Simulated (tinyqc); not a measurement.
What each parameter does: inter-valley coupling by envelope functions against a chain of atomic planes.

Chain: E(phi) = e0 + 2 v cos(phi) + 2 u cos(2 phi), cos(phi0) = -v/(4u), e0 = 2u + v^2/(4u); plane j = 0, 1, ... has the potential V_j = dE x_j + F (j - 30) a/4 (1 MV/m = 1e-4 V/angstrom). There are 30 barrier planes a side; with y = j - 29.5, x_j = xb (f(y) + f(Nw - y)), f(y) = 1/(1 + exp(y/L)), plus any Ge added in the well. The valley splitting is the spacing of the two lowest levels. Envelope theory: F_j solves a one-valley chain with hopping -b and diagonal 2b + V_j, b = 4u sin^2(phi0), sum F_j^2 = 1; the valleys couple by Dv = sum_j F_j^2 V_j exp(-2 i phi0 j) and split by 2|Dv|.

Values chosen for the exercise (near those of the Delta valleys of silicon in a SiGe well; not measured data):
- a = 5.431 angstrom (lattice constant; planes lie a/4 apart)
- u = 0.587 eV (second-neighbour hopping)
- v = 0.65 eV (nearest hopping)
- Nw = 45 (planes in the well)
- L = 1 planes (interface width)
- xb = 0.26 (Ge fraction of the barriers)
- dE = 0.51 eV (offset per unit Ge fraction)
- F = 8 MV/m (field)
- js = 59 (plane j of a Ge spike (the well starts at j = 30))
- xs = 0.14 (Ge fraction added on that plane)

Chain with the spike on plane js.

One parameter was then changed.

Results before and after:
```
case     level (meV)  splitting (micro-eV)
base          28.223                1254.9
changed       28.123                1306.5
```

Which of these changes was made? (a) xb = 0.31; (b) F = 10 MV/m; (c) xs = 0.182; (d) dE = 0.561 eV; (e) js = 62; (f) Nw = 51; (g) L = 1.5 planes.

Answer: (f) Nw = 51. Of the candidates, run in turn, only this one gives the changed row.

All candidates:
```
case            level (meV)  splitting (micro-eV)
base                 28.223                1254.9
Nw = 51              28.123                1306.5
L = 1.5 planes       29.002                1342.5
xb = 0.31            28.778                1335.8
dE = 0.561 eV        28.576                1392.8
F = 10 MV/m          31.897                 940.4
js = 62              27.977                 757.2
xs = 0.182           28.351                1511.7
```

Program tinyqc; command `OMP_NUM_THREADS=1 python tinyqc.py 1451773 1451774 out.jsonl`; about 0.05 s on one thread of a shared Intel(R) Xeon(R) Processor @ 2.30GHz.
